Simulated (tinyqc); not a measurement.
From results back to parameters: interface roughness in a thin film (subband fluctuation and scattering). Three cases, with inputs chosen for the exercise.

Problem. The screened mobility was computed from a hidden rms height D.

Gaussian roughness spectrum S(q) = pi D^2 Lc^2 exp(-q^2 Lc^2/4). Degenerate gas, taken to fill one subband (the second starts to fill once c kF^2/md exceeds E2 - E1, which is not tested here): kF = sqrt(2 pi Ns/gv), q = 2 kF sin(theta/2), 1/tau = (md/(2 pi c hbar)) G^2 times the integral from 0 to pi of S(q)(1 - cos theta)/eps(q)^2 dtheta, eps(q) = 1 + qs/q with screening (qs = gv md q0/(c eps), q0 = e^2/(4 pi eps0), form factors left out, which overstates the screening; other scattering is left out too, so these values lie far above measured mobilities in all but the thinnest films) or 1 without; mobility = tau c2/md with c2 = e/m0 = 1.75882e15 cm^2/(V s^2); 1e12/cm^2 = 1e-4/angstrom^2.

Constants: hbar^2/2m0 = 3.80998211 eV angstrom^2; hbar = 6.58211957e-16 eV s; e^2/(4 pi eps0) = 14.39964547 eV angstrom.

Find: mobility for D = 1 angstrom; D.

Method. The mobility goes as 1/D^2, so D is the square root of the ratio. One value fixes only D^2 times a function of Lc; a second density is needed to part the two.

Case 1.

Values chosen (near those of a thin Si channel on (100), two-fold valleys; shifted at random, so the results belong to these values and not to a real crystal): md = 0.19 m0 (mass in the plane); gv = 2 (valleys); Lc = 18 angstrom (correlation length); Ns = 1.5 x 1e12/cm^2 (sheet density); eps = 7.9 (mean dielectric constant at the channel).

G = |dE1/dt| = 1.7784 meV/angstrom
mobility = 330081 cm^2/(V s)

Solution.

mobility for D = 1 angstrom = 2.971e+06 cm^2/(V s)
D = 3.00 angstrom

Case 2.

Values chosen (near those of a thin Si channel on (100), two-fold valleys; shifted at random, so the results belong to these values and not to a real crystal): md = 0.194 m0 (mass in the plane); gv = 2 (valleys); Lc = 32 angstrom (correlation length); Ns = 2.3 x 1e12/cm^2 (sheet density); eps = 7.9 (mean dielectric constant at the channel).

G = |dE1/dt| = 14.3250 meV/angstrom
mobility = 1191.22 cm^2/(V s)

Solution.

mobility for D = 1 angstrom = 1.631e+04 cm^2/(V s)
D = 3.70 angstrom

Case 3.

Values chosen (near those of a thin InGaAs channel; shifted at random, so the results belong to these values and not to a real crystal): md = 0.046 m0 (mass in the plane); gv = 1 (valleys); Lc = 22 angstrom (correlation length); Ns = 2.1 x 1e12/cm^2 (sheet density); eps = 11.5 (mean dielectric constant at the channel).

G = |dE1/dt| = 4.3496 meV/angstrom
mobility = 38550.4 cm^2/(V s)

Solution.

mobility for D = 1 angstrom = 3.705e+05 cm^2/(V s)
D = 3.10 angstrom

Computed by tinyqc, one run a case: `OMP_NUM_THREADS=1 python tinyqc.py N N+1 out.jsonl` with N = 1281818, 1281855, 1281926; one thread of a shared Intel(R) Xeon(R) Processor @ 2.30GHz, about 0.01 s a run at most.
